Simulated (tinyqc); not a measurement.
From results back to parameters: Koster-Slater impurity in an sp3s* host.

Problem. In the Koster-Slater model a defect shifts the s level of its site by Vs and the p levels by Vp; an A1 level solves 1/Vs = G_s(E) and a T2 level 1/Vp = G_p(E), E from the top of the valence band. A defect has an A1 level at E = 0.5910 eV, one of the energies of the table, and a T2 level at 0.5910 eV.

G(E) of the host (1/eV):
```
E (eV),G_s,G_p
0.0000,-0.0699488,0.1037488
0.1478,-0.0825922,0.0642884
0.2955,-0.0970458,0.0366789
0.4433,-0.1140094,0.0122019
0.5910,-0.1345529,-0.0118690
0.7388,-0.1604861,-0.0376425
0.8866,-0.1953227,-0.0680852
1.0343,-0.2478232,-0.1100264
1.1821,-0.3735443,-0.2093190
```

Find: Vs, Vp.

Solution. Read G_s and G_p at the two energies and invert them. Vs is attractive and pulls its level down from the conduction bands. Vp is attractive and pulls its level down from the conduction bands.

Vs, Vp (eV): -7.4  -84.3

(tinyqc, `OMP_NUM_THREADS=1 python tinyqc.py 1481072 1481073 out.jsonl`, Intel(R) Xeon(R) Processor @ 2.30GHz, 1 thread, shared host, about 0.04 s.)
